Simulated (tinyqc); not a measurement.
A run and its error bars: classical Heisenberg spin chain: exact results, Metropolis, heat-bath and over-relaxation steps, and a Monte Carlo run. Computed by tinyqc, a small Python program. Command: `OMP_NUM_THREADS=1 python tinyqc.py 3130125 3130126 out.jsonl heismc walk`. One thread of a shared host (Intel(R) Xeon(R) Processor @ 2.30GHz), about 0.2 s of CPU time with the checks.

E = -J sum_i s_i . s_(i+1) for unit vectors s_i on an open chain; K = J/(k_B T).

Inputs (values chosen for the exercise, for a model chain of large moments):

| quantity | value | unit |
|---|---|---|
| coupling J | -6.8 | meV |
| temperature T | 190 | K |
| moment mu | 4.6 | mu_B |
| length N of the open chain | 16 | - |
| seed | 17560 | - |

Update: heat bath with over-relaxation.

Constants: k_B = 8.617333262e-05 eV/K; mu_B = 5.7883818060e-05 eV/T.

Method:
- Each bond angle is independent, so u = <s_i . s_(i+1)> = coth K - 1/K, <s_i . s_(i+n)> = u^n, correlation length xi = -1/ln|u|, energy per bond -J u, heat capacity per bond c/k_B = 1 - K^2/sinh^2 K, and for the long chain chi = mu^2 (1 + u)/(3 k_B T (1 - u)) per spin.
- For N spins, <|sum s|^2>/N = (1 + u)/(1 - u) - 2 u (1 - u^N)/(N (1 - u)^2); the long chain has (1 + u)/(1 - u), chi over the Curie value, and the difference is relative to it.
- From the ordered state (alternating for J < 0), with each spin drawn from exp(h . s), h = K x sum of neighbours, 200 sweeps are discarded and 1600 recorded (even and odd sites in turn, each heat-bath sweep followed by two sweeps of reflections; random numbers not printed, so these rows are one sample). Errors are the scatter of block means over sqrt(number of blocks).

K = -0.415320

u = -0.136874

<|sum s|^2>/N = 0.772448

Blocking:

| block length | mean bond product | error | <\|sum s\|^2>/N | error |
|---|---|---|---|---|
| 1 | -0.13760 | 0.0036863 | 0.79862 | 0.016175 |
| 4 | -0.13760 | 0.0035155 | 0.79862 | 0.016638 |
| 16 | -0.13760 | 0.0038286 | 0.79862 | 0.016975 |
| 40 | -0.13760 | 0.0039835 | 0.79862 | 0.018547 |
| 80 | -0.13760 | 0.0034212 | 0.79862 | 0.019101 |

What follows from these numbers?

With blocks of 40 the bond product is 0.2 error bars from the exact u = -0.1369, and <|sum s|^2>/N is 1.4 from the exact 0.772. Blocking to 40 changes the two errors by factors 1.1 and 1.1.
